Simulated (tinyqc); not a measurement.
# Worked calculation: capacitance measurement on a leaky thin oxide: effects of series resistance and leakage

Program tinyqc, `OMP_NUM_THREADS=1 python tinyqc.py 2022063 2022064 out.jsonl`; Intel Xeon 2.30GHz, shared host, one thread, about 0.01 s. Printed values are rounded.

The device is a capacitance C in parallel with a leakage conductance G, in series with Rs and Ls. An impedance meter reports either a parallel pair (Cp, Gp) from Y = 1/Z = Gp + i w Cp or a series pair (Cs, Rm) from Z = Rm + 1/(i w Cs); w = 2 pi f, dissipation D = Gp/(w |Cp|).

Values chosen for this exercise; values of the order met in thin-oxide MOS capacitors:
- eox = 3.9 (relative permittivity of the gate insulator (close to silicon dioxide))
- tox = 1.1 nm (insulator thickness)
- A = 10000 um^2 (gate area)
- zc = 0.6 nm (oxide-equivalent thickness added by the accumulation layer)
- zp = 0.15 nm (oxide-equivalent thickness added by gate depletion)
- Jg = 0.0082 A/cm^2 (gate leakage current density, not matched to the thickness)
- Vs = 0.32 V (voltage for an e-fold rise of the leakage)
- Rs = 310 ohm (series resistance)
- Ls = 0 nH (series inductance)
- f = 10000 Hz (measuring frequency)

Constants: eps0 = 8.8541878128e-14 F/cm where lengths are in cm. Results are converted to the units shown.

## True capacitance and conductance

EOT = 3.9 tox/eox; CET = EOT + zc + zp; C = 3.9 eps0 A/CET; G = Jg A/Vs.

EOT = 1.1 nm
CET = 1.85 nm
C = 186.656 pF
G = 2.56250 uS

## What the meter reports

Z = Rs + i w Ls + 1/(G + i w C).

Z = (1.80915-8.13814i) x 1e4 ohm
Cp = 186.357 pF
Gp = 2.60300 uS
Cs = 195.567 pF
D = 0.222305

Cp is 0.16 % below C and Cs is 4.8 % above it; G Rs = 7.94e-4, w C Rs = 0.00364 and G/(w C) = 0.218.
